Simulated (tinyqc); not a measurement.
## Germanium share from the critical thickness

Question. Critical thickness (Matthews-Blakeslee, 60-degree dislocations): h = bv (1 - nu/4)[ln(h/bv) + 1]/(4 pi e_par (1 + nu)), nu = c12/(c11 + c12). e_par = b1 x. Find e_par and x.

Inputs (values chosen for the exercise):

| symbol | value | unit | meaning |
|---|---|---|---|
| b1 | 0.0418 |  | lattice mismatch per unit x |
| c11 | 171 | GPa | elastic constant |
| c12 | 64.8 | GPa | elastic constant |
| bv | 0.384 | nm | Burgers vector |

critical thickness = 13.537005 nm

Answer. For given h the relation is explicit in the strain.

e_par = 0.752 %
x = 0.180

Computed by the program tinyqc: `OMP_NUM_THREADS=1 python tinyqc.py 2530126 2530127 out.jsonl`, one thread of a shared Intel Xeon 2.30GHz, about 0.01 s for the whole run.
